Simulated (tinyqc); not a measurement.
From one set of inputs to another, one input at a time: concentration-dependent dopant diffusion with charged defects and the built-in field. Computed by tinyqc, a small Python program. Command: `OMP_NUM_THREADS=1 python tinyqc.py 3026238 3026239 out.jsonl extrinsic ladder`. One thread of a shared host (Intel(R) Xeon(R) Processor @ 2.30GHz), about 0.6 s of CPU time with the checks.

A constant source C_s feeds a half space. The dopant moves through neutral point defects and through charged ones, whose number grows with the majority carrier density n.

The inputs printed are set A. Set A is modelled on boron in silicon; the values taken over come from a set modelled on arsenic in silicon. Inputs not listed in the table keep their values of set A, so the rows need not describe a real material.

Inputs (values chosen for the exercise, modelled on boron in silicon):
```
quantity,value,unit
neutral prefactor D0x,0.0534,cm^2/s
neutral activation energy E0,3.5,eV
singly charged prefactor D01,0.836,cm^2/s
activation energy E1,3.5,eV
surface concentration C_s,2.7e+19,1/cm^3
junction level C_B,1.4e+16,1/cm^3
temperature T,975,C
time t,160,s
```

Field enhancement: off.

Constants: k_B = 8.617333262e-05 eV/K.

Method:
- n_i = 3.87e16 T^1.5 exp(-7014/T) per cm^3 (T in kelvin, an empirical form); each D = prefactor x exp(-E/(k_B T)); the intrinsic diffusivity D_i is their sum.
- Temperatures in kelvin are T(C) + 273.15.
- n = C/2 + sqrt(C^2/4 + n_i^2); D(C) = h [Dx + D1 (n/n_i)], h = 1.
- With y = x/sqrt(D_s t), u = C/C_s and q = -(D/D_s) du/dy: du/dy = -q D_s/D, dq/dy = -(y/2) q D_s/D, u(0) = 1. The surface flux q(0) is shot so that u tends to 0 (LSODA, an adaptive multistep solver, relative tolerance 1e-10). Dose Q = 2 q(0) C_s sqrt(D_s t).
- The junction lies where C = C_B.

Each row keeps all changes above it:
```
input moved,from,to,dose Q (1/cm^2),enhancement D_s/D_i,junction in units of sqrt(D_s t)
set A,-,-,5.383e+13,4.366,2.718
temperature T (C),975,875,1.693e+13,7.758,2.278
junction level C_B (1/cm^3),1.4e+16,6.5e+15,1.693e+13,7.758,2.360
neutral prefactor D0x (cm^2/s) and neutral activation energy E0 (eV),"0.0534, 3.5","0.0124, 3.44",1.687e+13,7.999,2.339
surface concentration C_s (1/cm^3),2.7e+19,9.9e+18,4.127e+12,3.204,2.990
time t (s),160,140,3.860e+12,3.204,2.990
singly charged prefactor D01 (cm^2/s) and activation energy E1 (eV),"0.836, 3.5","34.9, 4.15",1.018e+12,2.546,3.261
```

Dose Q goes from 5.38e13 to 1.02e12, a factor 0.0189 in all. The largest single move comes from surface concentration C_s (a factor 0.245). Enhancement D_s/D_i goes from 4.37 to 2.55, a factor 0.583 in all. The largest single move comes from surface concentration C_s (a factor 0.401), and temperature T works against it (a factor 1.78). Junction in units of sqrt(D_s t) goes from 2.72 to 3.26, a factor 1.20 in all. The largest single move comes from surface concentration C_s (a factor 1.28), and temperature T works against it (a factor 0.838). The single moves hold for this order of the switches; the total does not depend on the order.

Caution (all rows): the built-in field is switched off although C_s exceeds n_i; with it D_s would be larger by the factor 1 + C_s/sqrt(C_s^2 + 4 n_i^2).

Extremes, crossings and ranges named in words are read from the listed rows.
